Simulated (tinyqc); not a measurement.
# Hot electrons in a saturated n-channel MOSFET, lucky-electron model: effects of single changes

Beyond pinch-off the lateral field grows as Esat cosh(y/l) over the velocity-saturated region (pseudo-two-dimensional model). Impact ionisation in this region gives the substrate current, which biases the body forward through Rsub. Currents are per width. Local-field laws: they overstate ionisation when the field peak is narrower than an energy relaxation length.

Inputs (values chosen for the exercise); values close to those of silicon n-channel devices: channel length L = 1.2 um; oxide thickness tox = 27 nm; junction depth xj = 490 nm; threshold VT = 0.68 V; effective mobility mu = 430 cm^2/(V s); saturation velocity vs = 7.6e6 cm/s; ionisation prefactor Ai = 2e6 1/cm; ionisation field Bi = 1.72 MV/cm; resistance of the lightly doped drain Rd = 0 ohm um; substrate resistance Rsub = 6700 ohm um; fall of VT per volt of forward body bias kb = 0.24; lifetime exponent m = 3.1; lifetime constant Hl = 750 s uA/um; drain voltage Vd = 4.5 V; gate voltage Vg = 2 V.

Constants: eps0 = 8.8541878128e-14 F/cm where lengths are in cm. Results are converted to the units shown.

Each table varies one quantity; the others keep the values above.

## Effect of the oxide thickness

Cox = 3.9 eps0/tox, l = sqrt(3 tox xj), Esat = 2 vs/mu. Overdrive g = Vg - VT + kb Vb; Vdsat = g Esat L/(g + Esat L); Id = Cox vs (g - Vdsat); dV = Vd - Id Rd - Vdsat; Em = sqrt((dV/l)^2 + Esat^2); Isub = Id (Ai/Bi) l Em exp(-Bi/Em). Vb = Rsub Isub is solved self-consistently. Lifetime tau = (Hl/Id)(Isub/Id)^(-m); 1 year = 3.15576e7 s.

Effect of the oxide thickness:

| tox (nm) | Id (uA/um) | Em (MV/cm) | Isub (uA/um) | Isub/Id | tau (years) |
|---|---|---|---|---|---|
| 15 | 54.83 | 0.2379 | 0.1631 | 0.002974 | 29.47 |
| 19 | 43.28 | 0.2120 | 0.05338 | 0.001234 | 571.6 |
| 23 | 35.75 | 0.1932 | 0.02013 | 5.631e-4 | 7871 |
| 28 | 29.36 | 0.1758 | 0.006852 | 2.334e-4 | 1.470e5 |
| 35 | 23.49 | 0.1580 | 0.001834 | 7.807e-5 | 5.476e6 |
| 44 | 18.69 | 0.1418 | 4.241e-4 | 2.270e-5 | 3.170e8 |
| 54 | 15.23 | 0.1289 | 1.034e-4 | 6.790e-6 | 1.639e10 |

What does the comparison show?

As tox goes from 15 to 54 nm, Em falls from 0.238 to 0.129 MV/cm, Isub falls from 0.163 to 1.03e-4 uA/um and tau rises from 29.5 to 1.64e10 years. From the first row to the last, log10(tau) changes by 8.7: 8.2 from (Isub/Id)^(-m), which holds Em and l, and 0.56 from 1/Id. For tox = 23 to 54 nm tau is a far extrapolation that only says that hot carriers are no limit.

## Effect of the gate voltage

Same model as above.

Results:

| Vg (V) | Id (uA/um) | Em (MV/cm) | Isub (uA/um) | Isub/Id | tau (years) |
|---|---|---|---|---|---|
| 0.83 | 0.4980 | 0.2214 | 0.001082 | 0.002172 | 8600 |
| 1.29 | 7.455 | 0.2022 | 0.007066 | 9.479e-4 | 7509 |
| 1.75 | 20.95 | 0.1864 | 0.008878 | 4.238e-4 | 3.241e4 |
| 2.21 | 39.42 | 0.1731 | 0.007640 | 1.938e-4 | 1.947e5 |
| 3.12 | 86.61 | 0.1523 | 0.003801 | 4.388e-5 | 8.856e6 |
| 3.58 | 114.5 | 0.1438 | 0.002443 | 2.134e-5 | 6.264e7 |
| 4.04 | 144.4 | 0.1364 | 0.001527 | 1.058e-5 | 4.376e8 |
| 4.5 | 175.9 | 0.1299 | 9.395e-4 | 5.340e-6 | 2.987e9 |

Estimate the missing row, Vg = 2.67 V.

Computed row:

| Vg (V) | Id (uA/um) | Em (MV/cm) | Isub (uA/um) | Isub/Id | tau (years) |
|---|---|---|---|---|---|
| 2.67 | 61.77 | 0.1618 | 0.005593 | 9.056e-5 | 1.314e6 |

With this row back in the table: As Vg goes from 0.83 to 4.5 V, Em falls from 0.221 to 0.130 MV/cm, Isub goes from 0.00108 through a maximum of 0.00888 (at Vg = 1.75 V among the rows listed) to 9.39e-4 uA/um and tau goes from 8600 through a minimum of 7510 (at Vg = 1.29 V among the rows listed) to 2.99e9 years. Id grows with Vg while the rising Vdsat lowers the field, hence the bell shape; the peak row has Vg/Vd = 0.39. In every row tau is a far extrapolation that only says that hot carriers are no limit.

## Effect of the resistance of the lightly doped drain

Same model as above.

Result of one run:

| Rd (ohm um) | Id (uA/um) | Em (MV/cm) | Isub (uA/um) | Isub/Id | tau (years) |
|---|---|---|---|---|---|
| 0 | 30.45 | 0.1789 | 0.008412 | 2.762e-4 | 8.402e4 |

What becomes of these results when the resistance of the lightly doped drain Rd is changed from 0 to 150 ohm um, all else the same?

Result of the changed run:

| Rd (ohm um) | Id (uA/um) | Em (MV/cm) | Isub (uA/um) | Isub/Id | tau (years) |
|---|---|---|---|---|---|
| 150 | 30.45 | 0.1786 | 0.008300 | 2.726e-4 | 8.757e4 |

The whole series:

| Rd (ohm um) | Id (uA/um) | Em (MV/cm) | Isub (uA/um) | Isub/Id | tau (years) |
|---|---|---|---|---|---|
| 0 | 30.45 | 0.1789 | 0.008412 | 2.762e-4 | 8.402e4 |
| 150 | 30.45 | 0.1786 | 0.008300 | 2.726e-4 | 8.757e4 |
| 300 | 30.45 | 0.1784 | 0.008190 | 2.690e-4 | 9.128e4 |
| 500 | 30.45 | 0.1781 | 0.008044 | 2.642e-4 | 9.649e4 |
| 800 | 30.45 | 0.1777 | 0.007831 | 2.572e-4 | 1.049e5 |
| 1200 | 30.45 | 0.1771 | 0.007553 | 2.480e-4 | 1.173e5 |
| 1600 | 30.45 | 0.1765 | 0.007283 | 2.392e-4 | 1.313e5 |

As Rd goes from 0 to 1600 ohm um, Em falls from 0.179 to 0.176 MV/cm, Isub falls from 0.00841 to 0.00728 uA/um and tau rises from 84000 to 1.31e5 years. From the first row to the last, log10(tau) changes by 0.19: 0.19 from (Isub/Id)^(-m), which holds Em and l, and under 0.005 from 1/Id. The price is 0.0487 V dropped over Rd in the last row. In every row tau is a far extrapolation that only says that hot carriers are no limit.

Numbers from tinyqc (`OMP_NUM_THREADS=1 python tinyqc.py 2550126 2550127 out.jsonl`; about 0.01 s on one thread of a shared Intel Xeon 2.30GHz).
